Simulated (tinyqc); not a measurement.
## Barrier height from two thicknesses

Problem. Through a thick flat barrier T = c exp(-2 kappa t) with a prefactor c that does not depend on t, and kappa = sqrt(m1 phi1/C), C = hbar^2/(2 m0). Find kappa, the decades lost for each nanometre, c and phi1.

Values chosen for this exercise:
```
symbol,value,unit,meaning
m1,0.2,m0,tunnelling mass of layer 1
```

Constants: q = 1.602176634e-19 C, hbar = 1.054571817e-34 J s, m0 = 9.1093837015e-31 kg, hbar^2/(2 m0) = 0.0380998212 eV nm^2. Results are converted to the units shown.

T at t = 1.3 and 3 nm: 7.7554150e-4  5.2314343e-8

Solution. The ratio of the two values removes c: kappa = ln(T_a/T_b)/(2 (t_b - t_a)).

kappa = 2.825 1/nm
decades a nanometre = 2.454
c = 1.200
phi1 = 1.520 eV

tinyqc, about 0.03 s, one thread, Intel Xeon 2.30GHz (shared host): `OMP_NUM_THREADS=1 python tinyqc.py 2540017 2540018 out.jsonl`
